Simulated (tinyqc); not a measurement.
## Transfer length from front and end resistance

Inverse problem. A contact of length d and width W has Rc = (Rsh Lt/W) coth(d/Lt) and Re = (Rsh Lt/W)/sinh(d/Lt), with Rsh the sheet resistance under the metal and Lt = sqrt(rc/Rsh). Find Lt, Rsh and rc.

Values chosen for this exercise: contact length d = 0.099 um; contact width W = 2.4 um.

Rc = 8.8589992 ohm
Re = 6.3335465 ohm

Answer. Rc/Re = cosh(d/Lt) gives Lt, and Re then gives Rsh.

Lt = 0.114 um
Rsh = 130 ohm/sq
rc = 1.70e-8 ohm cm^2

tinyqc, about 0.01 s, one thread, Intel Xeon 2.30GHz (shared host): `OMP_NUM_THREADS=1 python tinyqc.py 2760029 2760030 out.jsonl`
